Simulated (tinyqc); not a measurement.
Hole doping of the spin-split valence bands: two-band massive Dirac model of the K valleys.

Basis (conduction, valence): H = [[D/2, a t (tau kx - i ky)], [a t (tau kx + i ky), -D/2 + lam tau sz]], valley tau = +/-1, spin sz = +/-1. The gap of a spin and valley is G = D - lam tau sz. Berry curvature Omega = curl of i<u|grad u>; for the conduction band Omega_c = -tau 2 a^2 t^2 G/(G^2 + 4 a^2 t^2 k^2)^(3/2), and Omega_v = -Omega_c.

Parameters, chosen for this exercise (near those used for monolayer MoS2; shifted at random, so the results belong to these values and not to a real crystal): a = 3.201 angstrom (lattice constant); D = 1.67 eV (gap parameter); t = 1.17 eV (effective hopping); lam = 0.068 eV (half the valence spin splitting).

The Fermi level lies E below the top of the valence band. kF for the upper and lower band of valley +1 from the two-band energy; each flavour holds kF^2/(4 pi) holes per area and both valleys count. Spin polarisation within one valley; Berry flux removed from valley +1, the sum of (1 - cos(theta_F))/2 with cos(theta_F) = G/sqrt(G^2 + 4 a^2 t^2 kF^2), in units of 2 pi.

Holes:

| E (meV) | kF upper (1/angstrom) | kF lower | p (1e12/cm^2) | spin polarisation in a valley | flux/2 pi |
|---|---|---|---|---|---|
| 17.0 | 0.0443 | 0.0000 | 3.12 | 1.000 | 0.0104 |
| 34.0 | 0.0630 | 0.0000 | 6.31 | 1.000 | 0.0204 |
| 68.0 | 0.0900 | 0.0000 | 12.89 | 1.000 | 0.0391 |
| 102.0 | 0.1113 | 0.0000 | 19.72 | 1.000 | 0.0565 |
| 129.2 | 0.1263 | 0.0000 | 25.38 | 1.000 | 0.0694 |
| 204.0 | 0.1621 | 0.0936 | 55.74 | 0.500 | 0.1378 |
| 272.0 | 0.1906 | 0.1348 | 86.76 | 0.333 | 0.1944 |

Give the missing row, E (meV) = 149.6.

Computed row:
```
E (meV)  kF upper (1/angstrom)  kF lower  p (1e12/cm^2)  spin polarisation in a valley  flux/2 pi
149.6                   0.1367    0.0412          32.44                          0.833     0.0864
```

Up to E = 2 lam = 136 meV, a density of 26.8e12/cm^2, only the upper band of this model is emptied and each valley is fully spin-polarised, oppositely in the two. Beyond it the polarisation falls, to 0.33 in the last row. The flux, times e^2/h, is in size the change of the Hall conductivity of one valley; the other valley cancels it in the charge current. Rows with kF above about 0.2 1/angstrom lie beyond the range of the model, and in real layers the valley at Gamma, close below in MoS2 and WS2, can take holes as well.

Computed by tinyqc, a small Python program: `OMP_NUM_THREADS=1 python tinyqc.py 1450810 1450811 out.jsonl` (the numbers bound the seed that draws the inputs); one thread of a shared host (Intel(R) Xeon(R) Processor @ 2.30GHz), about 0.01 s for the whole set of steps.
